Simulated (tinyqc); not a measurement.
One point for the whole zone: special k points of the square lattice.

Lattice vectors in units of a: a1 = (1, 0), a2 = (0, 1); reciprocal vectors b_i with a_i . b_j = 2 pi delta_ij. Mesh: k = sum_i f_i b_i with f_i = (2 j_i + shift)/(2 N), j_i = 0 .. N-1. The point group of the lattice has 8 operations; only those that map the mesh onto itself are used.

A_m(k) = sum over the m-th star of lattice vectors R of cos(k . R), stars in order of length: m = 1: |R|^2 = 1, 4 vectors, such as (1, 0) in the basis a_i; m = 2: |R|^2 = 2, 4 vectors, such as (1, 1) in the basis a_i; m = 3: |R|^2 = 4, 4 vectors, such as (2, 0) in the basis a_i; m = 4: |R|^2 = 5, 8 vectors, such as (2, 1) in the basis a_i; m = 5: |R|^2 = 8, 4 vectors, such as (2, 2) in the basis a_i; m = 6: |R|^2 = 9, 4 vectors, such as (3, 0) in the basis a_i. The zone mean of every A_m is zero.

Test function, the lower band of a two-band insulator: E(k) = -sqrt(D^2 + (e0 - t A_1(k))^2).
Values chosen for the exercise: D = 1.04 eV (half gap term); t = 1.36 eV (coupling); e0 = 2.77 eV (offset).

The mean-value (Baldereschi) point is taken at k = (2 pi/a) (0.25, 0.25), that is f = (0.25, 0.25); the reference is the mesh with N = 96.

Single points:
```
point,A_1,A_2,A_3,A_4,E (eV)
Gamma,4.000,4.000,4.000,8.000,-2.8654
mean-value point,0.000,0.000,-4.000,0.000,-2.9588
zone-face centre b1/2,0.000,-4.000,4.000,0.000,-2.9588
```

reference mean = -3.4904 eV

The mean-value point makes A_1, A_2 and A_4 vanish. Its error is +532 meV, against +625 meV at Gamma and +532 meV at b1/2. E is not linear in A_1; its powers hold sums of nearest vectors and a non-zero mean, so this point is not exact. A_1 has the same value at b1/2, and E depends on A_1 alone, so this test cannot tell the two points apart.

Program tinyqc; command `OMP_NUM_THREADS=1 python tinyqc.py 1650561 1650562 out.jsonl`; about 0.09 s on one thread of a shared Intel(R) Xeon(R) Processor @ 2.30GHz.
